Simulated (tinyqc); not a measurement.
Geometry relaxation of a small cluster: one step, computed by the program tinyqc.

E = sum_(i<j) phi(r_ij), phi(r) = eps [exp(-2 alpha (r - r0)) - 2 exp(-alpha (r - r0))]; the force on i is -sum_j phi'(r_ij) (R_i - R_j)/r_ij.

Task: Energy and forces at the start. Evaluate E and the forces at the starting positions.

Inputs (values chosen for the exercise, for model atoms): length r0 = 2.71 angstrom; well depth eps = 0.74 eV; stiffness alpha = 1.73 1/angstrom.

Potential: Morse. Method: conjugate gradient.

starting positions (angstrom):
```
            x      y      z
atom 1  -0.15  -0.11  -0.03
atom 2   2.52  -0.11   0.01
atom 3   1.22   2.34  -0.09
```

Give: distances; energy at the start; forces.

Result:

distances (angstrom): 1-2 2.6703, 1-3 2.8077, 2-3 2.7753

energy at the start = -2.1899 eV

forces (eV/angstrom):
```
               x         y         z
atom 1  -0.03092   0.29334  -0.01010
atom 2   0.08047   0.21576  -0.00589
atom 3  -0.04955  -0.50910   0.01599
```
